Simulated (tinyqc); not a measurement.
What each parameter does: Tamm state at the end of a one-band chain.

A half-infinite chain with site energy 0 and hopping -t, band E = -2t cos(ka); the end site has energy D. The surface Green function of the unperturbed half chain is g = (E -/+ sqrt(E^2 - 4t^2))/(2t^2), the root with |t g| <= 1 and Im g <= 0, and with the shift G = g/(1 - D g).

Inputs chosen for the exercise: t = 0.57 eV (hopping); D = -0.81 eV (shift of the end site); a = 3.7 angstrom (spacing); E = -0.96 eV (energy in the band).

E = D + t^2/D, weight 1 - (t/D)^2, decay length -a/ln|t/D|, surface density -Im G/pi at E.

One parameter was then changed.

Results before and after:
```
case     bound level (eV)  weight  decay (angstrom)  density (1/eV)
base              -1.2111  0.5048            10.529          0.4811
changed           -1.3063  0.6561             6.932          0.2907
```

Which of these changes was made? (a) E = -0.48 eV; (b) a = 4.07 angstrom; (c) t = 0.5985 eV; (d) D = -0.972 eV.

Answer: (d) D = -0.972 eV. Of the candidates, run in turn, only this one gives the changed row.

All candidates:
```
case               bound level (eV)  weight  decay (angstrom)  density (1/eV)
base                        -1.2111  0.5048            10.529          0.4811
t = 0.5985 eV               -1.2522  0.4540            12.227          0.4807
D = -0.972 eV               -1.3063  0.6561             6.932          0.2907
a = 4.07 angstrom           -1.2111  0.5048            11.582          0.4811
E = -0.48 eV                -1.2111  0.5048            10.529          0.2779
```

Run: tinyqc, `OMP_NUM_THREADS=1 python tinyqc.py 1482577 1482578 out.jsonl`; Intel(R) Xeon(R) Processor @ 2.30GHz, one thread, shared host; about 0.01 s of CPU time with all checks.
